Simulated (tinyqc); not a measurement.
Nanowire ballistic transistor, top-of-the-barrier model: two steps of the calculation.

At the top of the source barrier, states moving towards the drain are filled by the source (Fermi level 0) and states moving back by the drain (Fermi level -q Vd); nothing scatters. U is the shift of the band edge there, set by the capacitances CG, CD and CS (the total) and by the charge. Parabolic one-dimensional subbands; the source is grounded.

Values chosen for this exercise; mass and valleys made up: temperature T = 350 K; effective mass m = 0.0625 m0; valley degeneracy gv = 4; relative permittivity of the gate insulator eox = 3.9; insulator thickness tox = 2.3 nm; wire diameter d = 2 nm; offset of a second subband (0: none) dE = 0.05 eV; gate control CG/CS aG = 0.81; drain control CD/CS aD = 0.107; band edge at the barrier top above the source Fermi level at zero bias E0 = 0.23 eV; gate voltage Vg = 0.7 V; drain voltage Vd = 0.7 V.

Constants: q = 1.602176634e-19 C, kB = 1.380649e-23 J/K, hbar = 1.054571817e-34 J s, m0 = 9.1093837015e-31 kg, Vt = kB T/q, eps0 = 8.8541878128e-14 F/cm where lengths are in cm. Results are converted to the units shown.

Task 1. Density of states, capacitances and charge at zero bias. N0 = gv sqrt(2 m kB T/pi)/hbar, CG = 2 pi eps0 eox/ln(1 + 2 tox/d), CS = CG/aG, n0 = n at U = 0 and Vd = 0. eta1 = -(E0 + U)/Vt, eta2 = eta1 - Vd/Vt, n = (N0/2)[F_(-1/2)(eta1) + F_(-1/2)(eta2)], F_(-1/2)(x) = (1/sqrt(pi)) int_0^infinity u^(-1/2)/(1 + exp(u - x)) du. Each F is summed over the two subbands, F(eta) + F(eta - dE/Vt), which share the mass. UL = -(aG Vg + aD Vd).

Give: N0; CG; CS; n0; UL.

Result 1.

N0 = 5.020e6 cm^-1
CG = 1.817 pF/cm
CS = 2.244 pF/cm
n0 = 2914 cm^-1
UL = -0.6419 eV

Task 2. Self-consistent potential at the barrier top. U(out) = UL + q (n - n0)/CS. U(new) = U + 0.2 (U(out) - U).

U at the start (U = UL) = -0.6419 eV
N0 = 5.0197728e6 cm^-1
CS = 2.2435309 pF/cm
n0 = 2913.7398 cm^-1
UL = -0.6419 eV

Give: eta1; eta2; n; U(out); U after iteration 1.

Result 2.

eta1 = 13.657
eta2 = -9.5522
n = 2.0224e7 cm^-1
U(out) = 0.80215 eV
U after iteration 1 = -0.35309 eV

Computed by the program tinyqc: `OMP_NUM_THREADS=1 python tinyqc.py 2400107 2400108 out.jsonl`, one thread of a shared Intel Xeon 2.30GHz, about 0.09 s for the whole run.
